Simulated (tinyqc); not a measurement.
Undoped symmetric double-gate MOSFET, analytic potential model: effect of the temperature.

An undoped body of thickness ts between two equal insulators and tied gates; long channel, electrons only, n = ni exp((psi - V)/Vt) with V the quasi-Fermi potential (0 at the source, Vd at the drain), constant mobility, no quantisation. Across the body psi(x) = V - 2 Vt ln[(ts/(2 beta)) sqrt(q ni/(2 eps0 eps_r Vt)) cos(2 beta x/ts)], x from the centre. Q is the electron charge per area of the whole body.

Nc and Nv are given at 300 K and scale as (T/300 K)^1.5; Eg and mu are held fixed. ni = sqrt(Nc Nv) exp(-Eg/(2 Vt)), Eg in volts; r = eps_r tox/(eox ts); V0 = dphi + 2 Vt ln[(2/ts) sqrt(2 eps0 eps_r Vt/(q ni))]. beta (between 0 and pi/2) solves (Vg - V0 - V)/(2 Vt) = ln(beta) - ln(cos beta) + 2 r beta tan(beta). Q = 8 eps0 eps_r Vt beta tan(beta)/ts; I = mu (1/L)(4 eps0 eps_r/ts)(2 Vt)^2 [g(beta_s) - g(beta_d)] per width, g = beta tan(beta) - beta^2/2 + r beta^2 tan^2(beta), with beta_s at V = 0 and beta_d at V = Vd.  I(low) is taken at Vg = 0.26 V, Qs and I(high) at Vg = 1.01 V.

Values chosen for this exercise; material values close to those of In0.53Ga0.47As: band gap Eg = 0.747 eV; relative permittivity of the semiconductor eps_r = 13.9; conduction-band density of states at the reference temperature Nc = 2.1e17 cm^-3; valence-band density of states at the reference temperature Nv = 7.62e18 cm^-3; relative permittivity of the gate insulator eox = 26.2; insulator thickness tox = 3.6 nm; body thickness ts = 6 nm; gate work function less that of the intrinsic body dphi = 0.1 V; channel mobility mu = 470 cm^2/(V s); gate length L = 0.2 um; drain voltage Vd = 0.05 V.

Constants: q = 1.602176634e-19 C, kB = 1.380649e-23 J/K, Vt = kB T/q, eps0 = 8.8541878128e-14 F/cm where lengths are in cm. Results are converted to the units shown.

Results:
```
T (K)   V0 (V)  I(low) (nA/um)  Qs(high) (nC/cm^2)  I(high) (uA/um)
220    0.50013        0.040611              5193.6           575.74
250    0.50238         0.20975              5061.3           560.69
280    0.50448         0.78039              4941.0           547.05
340    0.50828          5.6577              4731.5           523.39
370    0.51000          12.202              4640.0           513.12
400    0.51161          23.687              4556.3           503.75
430    0.51313          42.275              4479.6           495.19
```

Estimate the missing row, T = 310 K.

Computed row:
```
T (K)   V0 (V)  I(low) (nA/um)  Qs(high) (nC/cm^2)  I(high) (uA/um)
310    0.50644          2.2938              4831.5           534.66
```

With this row back in the table: As T goes from 220 to 430 K, I(low) rises from 0.0406 to 42.3 nA/um and I(high) falls from 576 to 495 uA/um. V0 rises from 0.500 to 0.513 V. In every row the surface density at the source at the higher gate voltage passes 0.3 Nc, where Boltzmann statistics fail. In every row the mobility is held fixed, though a real one changes with T. In every row the body is thin enough for quantum confinement, left out here, to raise the threshold.

Numbers from tinyqc (`OMP_NUM_THREADS=1 python tinyqc.py 2440080 2440081 out.jsonl`; about 0.01 s on one thread of a shared Intel Xeon 2.30GHz).
